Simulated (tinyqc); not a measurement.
Capillary instabilities by surface diffusion: grooving and agglomeration of films, edge retraction, wire break-up and smoothing of roughness: one step, computed by the program tinyqc.

Isotropic surface energy; shapes change by surface diffusion alone.

Question. Break-up of a free wire. A wire with r + A cos(k z) has dA/dt = (B/r^4) (kr)^2 [1 - (kr)^2] A: unstable for wavelengths above 2 pi r, fastest at kr = 1/sqrt 2 with the rate B/(4 r^4); break-up time about (4 r^4/B) ln(r/A0); each wavelength makes a sphere of radius (3 r^2 lambda_m/4)^(1/3).

Inputs (values chosen for the exercise, for a model film): temperature T = 1526 K; time t = 75 s; wire radius r = 14 nm; initial ripple over radius = 0.01.

B = 2963.865 nm^4/s

Give: fastest wavelength; break-up time; radius of the spheres; t over the break-up time.

Answer.

fastest wavelength = 124.4 nm

break-up time = 238.8 s

radius of the spheres = 26.35 nm

t over the break-up time = 0.3141

The wire survives t. Caution: faceting can stabilise wires along low-index directions.
